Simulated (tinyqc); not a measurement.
sp3s* tight binding with spin-orbit coupling, step by step. Values are carried at full precision from step to step, so a last printed digit may differ when a step is redone from the rounded ones.

sp3s* tight binding, nearest neighbours only: anion (a) at 0, cation (c) at a/4 (1,1,1), orbitals s, px, py, pz, s* on each; k in units of 2 pi/a. With phases e_j = exp(i (pi/2) k.n_j) for n = (1,1,1), (1,-1,-1), (-1,1,-1), (-1,-1,1): g0 = (e1+e2+e3+e4)/4, g1 = (e1+e2-e3-e4)/4, g2 = (e1-e2+e3-e4)/4, g3 = (e1-e2-e3+e4)/4. The diagonal holds the levels Esa, Epa, Exa (s*) and Esc, Epc, Exc. Anion-cation block: <sa|sc> = Vss g0; <sa|xc> = Vsapc g1; <xa|sc> = -Vscpa g1; <xa|xc> = Vxx g0; <xa|yc> = <ya|xc> = Vxy g3, <xa|zc> = <za|xc> = Vxy g2, <ya|zc> = <za|yc> = Vxy g1; <s*a|xc> = Vxapc g1; <xa|s*c> = -Vpaxc g1; y and z take g2 and g3 in place of g1; s-s* and s*-s* vanish.

Constants: hbar^2/2m0 = 3.80998211 eV angstrom^2.

Parameters, chosen for this exercise (near a published set for Si, fitted to gaps, whose masses and valley positions are rough; spin-orbit coupling, where it is added without a refit, lifts the valence top and shrinks all gaps by about a third of the splitting; shifted at random, so the results belong to these values and not to a real crystal):
- k = (0.06, 0.06, 0.06) 2 pi/a (wave vector)
- Esa = -4.198 eV (s level of the anion)
- Epa = 1.719 eV (p level of the anion)
- Esc = -4.198 eV (s level of the cation)
- Epc = 1.719 eV (p level of the cation)
- Exa = 6.685 eV (s* level of the anion)
- Exc = 6.685 eV (s* level of the cation)
- Vss = -8.287 eV (s-s)
- Vxx = 1.715 eV (px-px)
- Vxy = 4.563 eV (px-py)
- Vsapc = 5.725 eV (s anion, p cation)
- Vscpa = 5.725 eV (s cation, p anion)
- Vxapc = 5.381 eV (s* anion, p cation)
- Vpaxc = 5.381 eV (p anion, s* cation)
- Da = 0.045 eV (atomic spin-orbit splitting, anion)
- Dc = 0.045 eV (the same, cation)
- a = 5.43 angstrom (lattice constant)

## Phase sums

Form g0 to g3 at this k.

g0, g1, g2, g3: [0.98674-0.00083i, -0.00882+0.09327i, -0.00882+0.09327i, -0.00882+0.09327i]

## The Hamiltonian without spin-orbit coupling

Fill in the 10 x 10 matrix.

H(k) (eV), rows sa, xa, ya, za, s*a, sc, xc, yc, zc, s*c and columns alike:
```
[[-4.1980, 0, 0, 0, 0, -8.1772+0.0069i, -0.0505+0.5340i, -0.0505+0.5340i, -0.0505+0.5340i, 0],
 [0, 1.7190, 0, 0, 0, 0.0505-0.5340i, 1.6923-0.0014i, -0.0402+0.4256i, -0.0402+0.4256i, 0.0474-0.5019i],
 [0, 0, 1.7190, 0, 0, 0.0505-0.5340i, -0.0402+0.4256i, 1.6923-0.0014i, -0.0402+0.4256i, 0.0474-0.5019i],
 [0, 0, 0, 1.7190, 0, 0.0505-0.5340i, -0.0402+0.4256i, -0.0402+0.4256i, 1.6923-0.0014i, 0.0474-0.5019i],
 [0, 0, 0, 0, 6.6850, 0, -0.0474+0.5019i, -0.0474+0.5019i, -0.0474+0.5019i, 0],
 [-8.1772-0.0069i, 0.0505+0.5340i, 0.0505+0.5340i, 0.0505+0.5340i, 0, -4.1980, 0, 0, 0, 0],
 [-0.0505-0.5340i, 1.6923+0.0014i, -0.0402-0.4256i, -0.0402-0.4256i, -0.0474-0.5019i, 0, 1.7190, 0, 0, 0],
 [-0.0505-0.5340i, -0.0402-0.4256i, 1.6923+0.0014i, -0.0402-0.4256i, -0.0474-0.5019i, 0, 0, 1.7190, 0, 0],
 [-0.0505-0.5340i, -0.0402-0.4256i, -0.0402-0.4256i, 1.6923+0.0014i, -0.0474-0.5019i, 0, 0, 0, 1.7190, 0],
 [0, 0.0474+0.5019i, 0.0474+0.5019i, 0.0474+0.5019i, 0, 0, 0, 0, 0, 6.6850]]
```

## Levels at this k

Diagonalise H, which belongs to k = (0.06, 0.06, 0.06) (2 pi/a). Four bands are filled (two electrons each); give the make-up of band 5, the lowest empty one.

levels (eV): [-12.4297, -0.4022, -0.0654, -0.0654, 3.3454, 3.5034, 3.5034, 4.1836, 6.8005, 6.9145]

weights of band 5: s 0.025, p 0.912, s* 0.062

weight of band 5 on atom a = 0.500

The vertical gap at this k is 3.4108 eV; band 5 is mostly p-like.

## Levels at Gamma

Spin-orbit coupling acts within the p shell of each atom as (D/3) L.sigma, D = Da or Dc: it puts four states at Ep + D/3 and two at Ep - 2D/3.

At k = 0 only g0 = 1 is left and H falls into 2 x 2 blocks [[E_a, V], [V, E_c]] with roots (E_a + E_c)/2 -/+ sqrt(((E_a - E_c)/2)^2 + V^2); the s* levels stay uncoupled. The direct gap runs from the highest lower root of the p blocks to the lowest upper root.

Blocks at Gamma (eV):
```
block               E_a      E_c        V  lower root  upper root
s (Gamma6)      -4.1980  -4.1980  -8.2870    -12.4850      4.0890
p 3/2 (Gamma8)   1.7340   1.7340   1.7150      0.0190      3.4490
p 1/2 (Gamma7)   1.6890   1.6890   1.7150     -0.0260      3.4040
```

direct gap at Gamma = 3.3850 eV

The lowest empty level at Gamma is p-like. The split-off band lies 0.0450 eV below the top, equal to the atomic value.

## Bands near the gap

Diagonalise at L = (1/2,1/2,1/2), X = (1,0,0), W = (1,1/2,0), K = (3/4,3/4,0) and at the fractions named between them; energies from the top of the valence band at Gamma; the matrix is 20 x 20 and 8 levels are filled.

Levels (eV):
```
k        level 3  level 5  level 7  level 8  level 9  level 10  level 11
L         -7.089   -1.454   -1.424   -1.424    2.472     2.472     2.482
L-G 0.5   -3.922   -0.844   -0.814   -0.814    2.362     2.362     3.967
G         -0.045    0.000    0.000    0.000    3.385     3.385     3.430
G-X 0.2   -0.969   -0.467   -0.445   -0.445    2.821     2.821     3.845
G-X 0.4   -2.857   -1.326   -1.313   -1.313    1.881     1.881     4.006
G-X 0.6   -4.851   -2.131   -2.123   -2.123    1.268     1.268     3.277
G-X 0.7   -5.795   -2.442   -2.437   -2.437    1.156     1.156     2.834
G-X 0.8   -6.686   -2.674   -2.670   -2.670    1.181     1.181     2.386
G-X 0.9   -7.517   -2.816   -2.814   -2.814    1.336     1.336     1.966
X         -8.288   -2.863   -2.863   -2.863    1.606     1.606     1.606
W         -8.283   -2.871   -2.856   -2.856    1.601     1.601     1.611
K         -7.811   -3.075   -2.446   -2.446    1.589     1.589     1.759
K-G 0.5   -4.591   -1.998   -0.894   -0.894    2.217     2.217     3.327
```

On these points the lowest empty level is lowest at G-X 0.7, 1.156 eV above the top.

## Valleys and masses

The lowest conduction level (mean of the pair) at Gamma, at its minimum on (x,0,0) for x from 0.5 to 1, and at the point L (L, and X where the search ends there, need not be minima in this model; a zero or negative inverse mass shows it). Inverse masses m0/m = (E(+h) + E(-h) - 2 E)/(2 c q^2) with c = hbar^2/2m0, q = h 2 pi/a, h = 0.002; longitudinal along the valley axis ([100] at Gamma and Delta, [111] at L), transverse along [010] or [1-10]. A dash: the next level lies within 0.15 eV, so a single mass has no use there.

Valleys:
```
valley  x (2 pi/a)  E - Ev (eV)  m0/m_l  m0/m_t
Gamma       0.0000       3.3850       -       -
Delta       0.7315       1.1487    1.35    0.61
L           0.5000       2.4722       -       -
```

Of these three the lowest is the Delta line, which makes the gap indirect, 1.1487 eV. At Delta m0/m_t is 0.61. This nearest-neighbour model is fitted to gaps: it places the Delta minimum and the masses at Delta and L only roughly (transverse masses can be several times too heavy), and since its bands are flat from X to W the transverse mass grows too heavy towards X; d orbitals or second neighbours cure this.

## Checks

- Direct gap at Gamma from the blocks against the full matrix: both 3.38500.

tinyqc: `OMP_NUM_THREADS=1 python tinyqc.py 1480916 1480917 out.jsonl`; about 0.2 s, one thread, shared Intel(R) Xeon(R) Processor @ 2.30GHz.
